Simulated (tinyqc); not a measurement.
## True capacitance, leakage and series resistance from two frequencies

Problem. A capacitance C in parallel with G and in series with Rs is measured as Cp and D = Gp/(w Cp) at two frequencies. The series reading Cs = Cp (1 + D^2) equals C + G^2/(w^2 C), and Re Z = D/(w Cp (1 + D^2)) = Rs + G/(G^2 + w^2 C^2). Find C, G and Rs.

f (Hz): 1e5  5e5
Cp (pF): 1.73460401  1.73459354
D: 0.367445510  0.0758964517

Solution. w^2 Cs = w^2 C + G^2/C is a straight line in w^2 with slope C; the intercept gives G, and the real part then gives Rs.

C = 1.74 pF
G = 0.400 uS
Rs = 460 ohm

Program tinyqc, `OMP_NUM_THREADS=1 python tinyqc.py 2022151 2022152 out.jsonl`; Intel Xeon 2.30GHz, shared host, one thread, about 0.01 s.
